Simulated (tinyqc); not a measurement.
Worked calculation: quantum-confined Stark effect in a modulator well. Values are carried at full precision from step to step, so a last printed digit may differ when a step is redone from the rounded ones.

Constants: hbar^2/2m0 = 3.80998211 eV angstrom^2; e^2/(4 pi eps0) = 14.39964547 eV angstrom; hc = 1239.841984 eV nm.

Inputs chosen for the exercise (near those of a GaAs well in AlGaAs; not measured data): L = 66 angstrom (well width); me = 0.0677 m0 (electron, well); mh = 0.361 m0 (heavy hole along z, well); F = 81 kV/cm (field); Vc = 0.253 eV (conduction offset); Vv = 0.144 eV (heavy-hole offset); meb = 0.091 m0 (electron, barrier); mhb = 0.398 m0 (heavy hole, barrier); Eg = 1.447 eV (gap of the well); mp = 0.169 m0 (heavy hole in the plane); eps = 12.3 (dielectric constant); dE = 21 meV (operating point below the zero-field line); G = 10 meV (half width of the exciton line).

## Estimate for hard walls

Second order: each level moves by -C m (e F)^2 L^4/(2c), C = (15/pi^2 - 1)/(24 pi^2), c = hbar^2/2m0, 1 kV/cm = 1e-5 eV/angstrom. It holds while e F L is no more than about twice 3 c pi^2/(m L^2).

Estimate:

| carrier | shift (meV) | e F L over the level spacing |
|---|---|---|
| electron | -0.24 | 0.14 |
| heavy hole | -1.29 | 0.75 |

The hole, 5.3 times heavier, carries 84 % of the estimated shift; for hard walls second order errs by about 2 % at a ratio of 1 and 13 % at 3.

## Levels and envelopes

Envelopes on cells of 0.5 angstrom over the well |z| < L/2 and 45 angstrom of barrier on each side, psi = 0 beyond, psi'/m continuous (mean mass between points), c = hbar^2/2m0. The electron sees + e F z and the hole - e F z, each with its offset in the barriers; 1 kV/cm = 1e-5 eV/angstrom. Light holes, band mixing and escape by tunnelling are left out.

Ground levels, squared overlap and separation <z>_h - <z>_e without and with the field.

Results:

| F (kV/cm) | E_e (meV) | E_h (meV) | overlap^2 | separation (angstrom) |
|---|---|---|---|---|
| 0 | 54.47 | 14.68 | 0.975 | 0.0 |
| 81 | 52.91 | 11.11 | 0.852 | 12.4 |

The electron level moves by -1.56 meV (6.4 times the hard-wall estimate, since it leaks into the barriers and sees a wider well) and the hole level by -3.57 meV (2.76 times).

## Exciton

Exciton: in-plane function exp(-rho/lam), 1/mu = 1/me + 1/mp, E(lam) = c/(mu lam^2) - (q/eps) times the integral over k of Fm(k)(1 + (k lam/2)^2)^(-3/2), Fm(k) the double integral of psi_e^2 psi_h^2 exp(-k |z - z'|), q = e^2/(4 pi eps0); binding Eb = -E at the minimum. Line at Eg + E_e + E_h - Eb, strength proportional to overlap^2/lam^2.

Minimise over lam without and with the field.

Results:

| F (kV/cm) | lam (angstrom) | Eb (meV) | line (eV) | nm | overlap^2/lam^2 (1e-4/angstrom^2) |
|---|---|---|---|---|---|
| 0 | 107.5 | 10.13 | 1.5060 | 823.3 | 0.8442 |
| 81 | 110.5 | 9.78 | 1.5012 | 825.9 | 0.6969 |

The weaker binding gives back 0.35 meV of the red shift, leaving 4.8 meV; the strength falls to 83 %.

## Contrast at the operating point

With a Gaussian line of half width G, the absorption at E_op = line(0) - dE is proportional to strength x exp(-ln2 ((E_op - line)/G)^2); continuum absorption is left out. Give it at both fields, relative to the zero-field peak.

E_op = 1.4850 eV
wavelength = 834.9 nm

absorption without and with the field: 0.047  0.13

The field changes the absorption by +0.09 of the zero-field peak. With dE above 2G the Gaussian tail at zero field is weak; real tails fall only exponentially and absorb more.

## Checks

- Zero-field levels against the matching condition of the square well, meV: largest difference 1.1e-01.
- Slope d(E_e + E_h)/dF against minus the separation (Hellmann-Feynman), angstrom: both -12.4.

tinyqc: `OMP_NUM_THREADS=1 python tinyqc.py 1282188 1282189 out.jsonl`; about 0.1 s, one thread, shared Intel(R) Xeon(R) Processor @ 2.30GHz.
